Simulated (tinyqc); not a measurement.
Band offsets of oxides on a semiconductor by the charge-neutrality-level model: one step of the calculation.

Each material has a charge-neutrality level at the depth Phi = chi + Eg - CNL below vacuum. For oxide B on semiconductor A, dEc = (chiA - PhiA) - (chiB - PhiB) + S (PhiA - PhiB), dEv = EgB - EgA - dEc, with the pinning factor S = 1/(1 + 0.1 (eps_inf - 1)^2) of the oxide. S = 1 is the affinity rule, S = 0 aligns the two levels.

Question. One oxide. Depths of both levels, S and the two offsets.

Parameters, values chosen for the exercise; substrate values close to those of In0.53Ga0.47As:
- EgA = 0.72 eV (gap of the semiconductor)
- chiA = 4.45 eV (its electron affinity)
- cA = 0.56 eV (its charge-neutrality level above the valence edge)

oxide values (close to hafnium oxide): Eg (eV) 5.82, chi (eV) 2.43, CNL (eV) 3.81, eps_inf 3.91

Give: PhiA; PhiB; S; dEc; dEv.

Answer.

PhiA = 4.610 eV
PhiB = 4.440 eV
S = 0.5415
dEc = 1.942 eV
dEv = 3.158 eV

The limits are dEc = 2.02 eV (S = 1) and 1.85 eV (S = 0).

Range of the model: The model ignores the chemistry of the actual interface, which can move offsets by several tenths of an eV.

Computed by the program tinyqc: `OMP_NUM_THREADS=1 python tinyqc.py 2410008 2410009 out.jsonl`, one thread of a shared Intel Xeon 2.30GHz, about 0.01 s for the whole run.
